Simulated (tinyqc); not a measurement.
Inside a calculation. Method: coupled-perturbed Hartree-Fock on RHF in the sto-3g basis, for H3-, spin multiplicity 1. The basis has no diffuse functions, so it cannot describe the extra electron: this is an exercise in the method, not the real anion. One step of it, computed by the program tinyqc.

Question. Coupled step 1. U_ai = -(mu_ai + sum_bj [4 (ai|bj) - (ab|ij) - (aj|bi)] U_bj) / (e_a - e_i); alpha = -4 sum U_ai mu_ai.

uncoupled U:
```
          i1        i2
a3  0.000000  1.880378
```

dipole integrals <a|z|i> (bohr):
```
          i1         i2
a3  0.000000  -1.533568
```

orbital energies (hartree): MO1 -0.139936, MO2 0.178907, MO3 0.994471

Two-electron integrals over orbitals (pq|rs), unique and non-zero (hartree):
```
(11|11) 0.529527    (21|21) 0.162086    (22|11) 0.467629    (22|22) 0.519385
(31|11) 0.077626    (31|22) -0.046430   (31|31) 0.139090    (32|21) -0.143430
(32|32) 0.145362    (33|11) 0.553103    (33|22) 0.486699    (33|31) 0.092994
(33|33) 0.607463
```

Give: U after step 1; polarisability.

Answer.

U after step 1:
```
        i1      i2
a3  0.0000  1.9971
```

polarisability = 12.2506 bohr^3
